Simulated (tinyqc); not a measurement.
Space-charge-limited current through a thin insulating or semi-insulating film with traps: one step, computed by the program tinyqc. Command: `OMP_NUM_THREADS=1 python tinyqc.py 3000857 3000858 out.jsonl sclc walk`. One thread of a shared host (Intel(R) Xeon(R) Processor @ 2.30GHz), about 0.01 s of CPU time with the checks.

One ohmic injecting contact at x = 0 (field zero), drift only, non-degenerate free carriers.

Question. One point of the curve. Free density n_0 = N_c exp(-E_0/k_B T) in equilibrium; trapped density n_t(n) = N_t (n/N_c)^(T/T_c) (the low-temperature form). J = e mu n F and (eps eps_0/e) dF/dx = n - n_0 + n_t(n) - n_t(n_0) = rho(n). With F = J/(e mu n): d = (eps eps_0 J/(e^2 mu)) I_1 and V = (eps eps_0 J^2/(e^3 mu^2)) I_2, I_k = int_(n_L)^infinity dn/(n^(k+1) rho(n)), n_L the density at the anode; with u = n_L/n, 200 Gauss-Legendre points in t, u = 1 - (1 - t)^2. Anode field J/(e mu n_L); Mott-Gurney current (9/8) eps eps_0 mu V^2/d^3; ohmic current e n_0 mu V/d.

Inputs (values chosen for the exercise, modelled on semi-insulating GaN):

| quantity | value | unit |
|---|---|---|
| permittivity eps | 9.7 | - |
| band mobility mu | 250 | cm^2/(V s) |
| effective density of states N_c | 2.1e+18 | 1/cm^3 |
| trap density N_t | 6.1e+16 | 1/cm^3 |
| equilibrium Fermi level below the band edge, E_0 | 0.78 | eV |
| thickness d | 310 | nm |
| free density at the anode, in units of N_c | 0.00017 | - |
| temperature T | 400 | K |
| characteristic temperature T_c | 900 | K |

Traps: exponential tail.

Constants: k_B = 8.617333262e-05 eV/K; eps_0 = 8.8541878128e-12 F/m; e = 1.602176634e-19 C.

Give: I_1; I_2; current density J; voltage V; anode field over mean field V/d; trap-free Mott-Gurney current; ohmic current.

Answer.

I_1 = 1.064e-30 cm^6

I_2 = 1.846e-45 cm^9

current density J = 217.7 A/cm^2

voltage V = 0.2923 V

anode field over mean field V/d = 1.615

trap-free Mott-Gurney current = 692.8 A/cm^2

ohmic current = 1.180e-04 A/cm^2

Caution: V is below 10 k_B T/e, where diffusion from the contact, left out here, dominates.
